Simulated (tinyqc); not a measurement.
Hall measurement with a parallel conducting layer.

Two layers in parallel, unit Hall factors, low field: 1/Rs = q (ns mu + n2 m2); apparent mobility (ns mu^2 + sg n2 m2^2)/(ns mu + n2 m2); apparent density (ns mu + n2 m2)^2/(ns mu^2 + sg n2 m2^2); a negative value means the sign of the second layer.

Parameters, values chosen for the exercise: sheet density of the layer ns = 1.6e14 cm^-2; drift mobility mu = 200 cm^2/(V s); mobility of the parallel layer m2 = 410 cm^2/(V s); sign of its carriers relative to the first layer sg = 1.

Constants: q = 1.602176634e-19 C. Results are converted to the units shown.

Hall measurement with a parallel conducting layer:

| n2 (cm^-2) | Rs (ohm/square) | apparent density (cm^-2) | apparent mobility (cm^2/(V s)) | share of the conductance in layer 2 (%) |
|---|---|---|---|---|
| 5e11 | 193.8 | 1.600e14 | 201.3 | 0.6365 |
| 2e12 | 190.2 | 1.599e14 | 205.2 | 2.498 |
| 9e12 | 174.9 | 1.610e14 | 221.7 | 10.34 |
| 4e13 | 129.0 | 1.785e14 | 271.2 | 33.88 |
| 2e14 | 54.75 | 3.247e14 | 351.1 | 71.93 |
| 7e14 | 19.57 | 8.202e14 | 388.9 | 89.97 |
| 3e15 | 4.946 | 3.119e15 | 404.7 | 97.46 |
| 1e16 | 1.511 | 1.012e16 | 408.4 | 99.23 |
| 5e16 | 0.3040 | 5.012e16 | 409.7 | 99.84 |

The apparent mobility rises from 201 to 410 cm^2/(V s), between mu = 200 and sg m2 = 410. The apparent density never exceeds ns + n2; among the rows it falls to 0.892 of that sum, at n2 = 4e13.

tinyqc, about 0.01 s, one thread, Intel Xeon 2.30GHz (shared host): `OMP_NUM_THREADS=1 python tinyqc.py 2850109 2850110 out.jsonl`
